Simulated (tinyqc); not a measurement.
Conductivity against temperature: Debye-Callaway model of lattice thermal conductivity. Computed by tinyqc, a small Python program. Command: `OMP_NUM_THREADS=1 python tinyqc.py 3018658 3018659 out.jsonl callaway walk`. One thread of a shared host (Intel(R) Xeon(R) Processor @ 2.30GHz), about 0.01 s of CPU time with the checks.

Three acoustic branches with one velocity v, cut at omega_D = k_B Theta/hbar; x = hbar omega/(k_B T). v and Theta are separate inputs: Theta cuts off the heat-carrying modes, so C need not reach 3 k_B/V. gamma is an effective value that sets the umklapp rate. Heat flows along the wire.

Inputs (values chosen for the exercise, modelled on lead telluride):
```
quantity,value,unit
sound velocity v,1790,m/s
Debye temperature Theta,145,K
volume per atom V,33.7,angstrom^3
mean atomic mass M,167.4,u
effective Grueneisen parameter gamma,4.09,-
umklapp exponent divisor b,2,-
vacancy fraction n_v,0.00038,-
wire diameter D,0.052,micrometre
specularity p,0.2,-
```

Sample: wire. Point defects: vacancies. Normal processes: left out.

Constants: k_B = 1.380649e-23 J/K; hbar = 1.054571817e-34 J s; u = 1.6605390666e-27 kg.

Method:
- A vacancy counts as a mass defect Delta M/M = -3 (the missing mass and twice its bonds), so Gamma = 9 n_v. A = V Gamma/(4 pi v^3).
- Rates: point defects A omega^4; umklapp B omega^2 T exp(-Theta/(b T)) with B = hbar gamma^2/(M v^2 Theta). Boundaries: v/Lambda_B with Lambda_B = D (1 + p)/(1 - p).
- kappa_1 = c int tau_C g dx, g = x^4 e^x/(e^x - 1)^2, c = (k_B/(2 pi^2 v)) (k_B T/hbar)^3, over 0 < x < min(Theta/T, 40), by 96 Gauss-Legendre points in s with x = x_max s^2; tau_C = tau_R, the inverse of the summed rates, and kappa = kappa_1.
- The boundary limit is C v^2/(3 x boundary rate), with C = 3 c int g dx / v^2.

Rayleigh coefficient A = 1.59914e-42 s^3

Kappa (W/(m K)):
```
T (K),all processes,without point defects,boundary limit
1.4,0.0027231,0.0027234,0.0027234
2.9,0.024152,0.024206,0.024206
5.1,0.12914,0.13166,0.13166
8.7,0.58362,0.65339,0.65342
14,1.8579,2.6544,2.6651
25,4.9517,9.8024,11.018
44,7.0474,12.866,23.837
72,6.1804,8.9546,31.967
120,4.1965,5.1111,36.135
190,2.7105,3.0269,37.721
```

kappa peaks among these rows at 44 K (T/Theta = 0.303) with 7.05 W/(m K). The exponent d ln kappa/d ln T is 3.00 at the cold end, the T^3 law of boundary scattering, and -0.95 at the hot end. Point defects cost most at 25 K, a factor 1.98.

Extremes, crossings and ranges named in words are read from the listed rows.
